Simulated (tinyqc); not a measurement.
Longitudinal sound in a periodic multilayer: transfer matrices, stop bands and folded phonons: one step, computed by the program tinyqc. Command: `OMP_NUM_THREADS=1 python tinyqc.py 3013990 3013991 out.jsonl multilayer walk`. One thread of a shared host (Intel(R) Xeon(R) Processor @ 2.30GHz), about 0.01 s of CPU time with the checks.

Layers 1 and 2 repeat with period d = d_1 + d_2; waves travel normal to the layers, without loss. State vector (u, s): displacement u and stress divided by omega. Impedances Z = rho v are in 1e6 kg/(m^2 s).

Problem. Transfer matrix of one period. A layer maps (u, s) by [[cos p, sin p/Z], [-Z sin p, cos p]], p = 2 pi f d_i/v_i; one period is M = M_2 M_1, and cos(q d) = trace(M)/2.

Inputs (values chosen for the exercise, modelled on gallium nitride (layer 1), aluminium nitride (layer 2) and silica (substrate)): velocity v_1 = 8170 m/s; thickness d_1 = 354 nm; velocity v_2 = 11100 m/s; thickness d_2 = 486 nm; frequency f = 7.07 GHz.

Z_2 = 35.853

Z_1 = 51.1442

Give: phase p_1; phase p_2; M; trace(M)/2.

Solution.

phase p_1 = 1.925 rad

phase p_2 = 1.945 rad

M:
$$\begin{pmatrix}
-1.119 & -0.01570 \\
29.10 & -0.4854
\end{pmatrix}$$

trace(M)/2 = -0.8021

|trace/2| < 1: f lies in a pass band, with q d = 2.5016 rad (folded into 0 to pi).
